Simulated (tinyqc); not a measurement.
Inside a calculation. Method: lattice vibrations of a chain. One step of it, computed by the program tinyqc.

Problem. Frequencies. omega^2 are the eigenvalues; wavenumber = 521.4708 sqrt(eigenvalue) 1/cm.

D(q) (eV/(angstrom^2 u)):
```
,1,2
1,0.330106,-0.446274+0.140441i
2,-0.446274-0.140441i,0.677932
```

Give: eigenvalues; wavenumbers; weights |e|^2 of the mass-weighted modes.

Solution.

eigenvalues: 0.0049  1.0031

wavenumbers (1/cm): 36.5  522.3

weights |e|^2 of the mass-weighted modes:
```
,mode 1,mode 2
atom 1,0.6742,0.3258
atom 2,0.3258,0.6742
```
